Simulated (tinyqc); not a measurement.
Koster-Slater impurity in a tight-binding band, by Green functions and by supercells: one step, computed by the program tinyqc.

One orbital per site, e(k) = -2 t sum cos(k_i) over 3 direction(s), band from -6 t to 6 t, lattice constant 1. One site has the extra energy U. Spin is left out.

Problem. Scattering. T = U/(1 - U G0); phase shift delta = -arg(1 - U G0) in (-pi, pi]; host density of states -Im G0/pi; on the impurity -Im[G0/(1 - U G0)]/pi; lifetime of a band state hbar/(-2 c Im T).

Inputs (values chosen for the exercise, for a model band): impurity potential U = 6.75 eV; impurity concentration c = 0.0002 per site.

Lattice: simple cubic.

G0(E + i eta) = -0.3274777-0.3637815i 1/eV

Constants: hbar = 6.582119569e-16 eV s.

Give: T matrix; phase shift delta; host density of states; density of states on the impurity; scattering lifetime.

Solution.

T matrix = 1.327-1.015i eV

phase shift delta = -0.6529 rad

host density of states = 0.1158 1/eV

density of states on the impurity = 0.007088 1/eV

scattering lifetime = 1622 fs

The Born approximation would take Im T = U^2 Im G0 = -16.6 eV, 16.3 times the full value.
